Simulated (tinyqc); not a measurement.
Worked calculation: electromigration in a confined line: Blech product, Korhonen stress evolution and Black's law. Computed by tinyqc, a small Python program that keeps every step. Command: `OMP_NUM_THREADS=1 python tinyqc.py 3020310 3020311 out.jsonl emigr walk`. One thread of a shared host (Intel(R) Xeon(R) Processor @ 2.30GHz), about 0.01 s of CPU time with the checks. Intermediate numbers are printed to about 6 digits and carried at full precision; extremes and crossings named in words are read from the listed rows.

The electron wind pushes atoms from the cathode (x = 0) to the anode (x = L); blocking ends build a back stress (tension positive). The input rho is taken not to change with temperature. d sigma/dt = d/dx [kappa (d sigma/dx + G)], with zero flux at both ends and sigma = sigma_0 at t = 0.

Inputs (values chosen for the exercise, close to those used for ruthenium lines):
```
quantity                              value          unit
resistivity rho                        14.6  micro-ohm cm
atomic volume Omega                    13.6    angstrom^3
effective charge number Z*              1.4             -
prefactor D0                        1.5e-06         m^2/s
activation energy E                    1.44            eV
effective modulus B                      69           GPa
critical stress sigma_c                 540           MPa
initial stress sigma_0                  110           MPa
current density j                       3.1       MA/cm^2
line length L                            13            um
test temperature T                      200             C
time as a fraction of L^2/kappa, s   0.0068             -
use temperature T_u                     125             C
use current density j_u                0.24       MA/cm^2
current exponent n                        1             -
```

Start: thermal stress.

Constants: e = 1.602176634e-19 C; k_B = 8.617333262e-05 eV/K; k_B = 1.380649e-23 J/K.

## Driving force and diffusivities

G = Z* e rho j/Omega; D = D0 exp(-E/(k_B T)); kappa = D B Omega/(k_B T); drift velocity of an unconfined line v = D Z* e rho j/(k_B T). SI: 1 micro-ohm cm = 1e-8 ohm m, 1 MA/cm^2 = 1e10 A/m^2. Temperatures in kelvin are T(C) + 273.15.

stress gradient G = 74.6473 MPa/um

diffusivity D = 6.88442e-22 m^2/s

kappa = 9.88948e-20 m^2/s

drift velocity = 3.85160e-04 nm/h

## Steady state and Blech product

At steady state sigma(x) = sigma_0 + G (L/2 - x). A void forms only if the cathode stress reaches sigma_c, that is if j L exceeds (j L)_c = 2 Omega (sigma_c - sigma_0)/(Z* e rho). Time scale tau = L^2/kappa.

steady cathode stress = 595.207 MPa

j L = 4030 A/cm

critical product (j L)_c = 3571.46 A/cm

tau = 474691 h

j L is 1.13 times the critical product: the line can fail. Caution: a steady stress above sigma_c is formal, since a void forms first.

## Series terms at the cathode

sigma(x, t) = sigma_0 + G L [1/2 - x/L - 4 sum_(m odd) cos(m pi x/L) exp(-m^2 pi^2 s)/(m pi)^2], s = t/tau, summed to m = 399. The terms at x = 0 are 4 exp(-m^2 pi^2 s)/(m pi)^2; tau = L^2/kappa.

terms for m = 1, 3, 5, 7: 0.378977  0.0246147  0.00302794  3.08577e-04

cathode stress at time s = 200.296 MPa

time t = 3227.90 h

## Stress along the line

Steady state: sigma_0 + G L (1/2 - x/L). Take x/L = 0, 0.1, 0.2, 0.3, 0.4, 0.6, 0.8 and 1.

Stress (MPa):
```
x/L  at time s  steady state
0.0    200.296       595.207
0.1    134.557       498.166
0.2    113.990       401.124
0.3    110.362       304.083
0.4    110.017       207.041
0.6    109.983        12.959
0.8    106.010      -181.124
1.0     19.704      -375.207
```

Caution: stresses above sigma_c are formal, since a void forms first.

## Finite line against the semi-infinite law

Semi-infinite line: sigma(0, t) = sigma_0 + 2 G L sqrt(s/pi). One-term form: keep m = 1 alone.

Cathode stress (MPa):
```
s            t (h)  full series  semi-infinite  one term
0.002  9.49382e+02      158.970         158.97   209.600
0.005  2.37345e+03      187.428         187.43   220.850
0.01   4.74691e+03      219.500         219.50   238.876
0.02   9.49382e+03      264.856         264.86   272.364
0.05   2.37345e+04      354.587         354.85   355.102
0.1    4.74691e+04      448.617         456.27   448.624
0.2    9.49382e+04      540.574         599.70   540.574
0.4    1.89876e+05      587.618         802.54   587.618
0.8    3.79753e+05      595.061        1089.39   595.061
```

Among these rows the semi-infinite law holds to 1 % up to s = 0.05 and the one-term form from s = 0.05 on: the far end is felt once sqrt(kappa t) is no longer small against L, and by then the terms with m > 1 have nearly died out. The critical stress 540 MPa is passed between s = 0.1 and 0.2. Caution: rows beyond sigma_c are formal, since a void ends the model there.

## Time to nucleate a void

Solve sigma(0, t) = sigma_c for s; the semi-infinite estimate is t = (pi/kappa) ((sigma_c - sigma_0)/(2 G))^2.

nucleation time = 94435.1 h

semi-infinite estimate = 73202.0 h

The back stress delays nucleation by 29 %.

## Extrapolation by Black's law

Median life t50 = A j^(-n) exp(E/(k_B T)); acceleration factor = t50(use)/t50(test) = (j/j_u)^n exp[(E/k_B)(1/T_u - 1/T)].

current factor = 12.9167

temperature factor = 774.961

acceleration factor = 10009.9

At the use current j_u L lies below the critical product, where Black's law does not apply: the line would not fail by this mechanism. Caution: j_u L lies below the critical product, so the acceleration factor is formal: at use the line would not void.

Checks made by the program: series against a 200-cell finite-volume solution (on the scale of G L) (relative difference 4e-06).
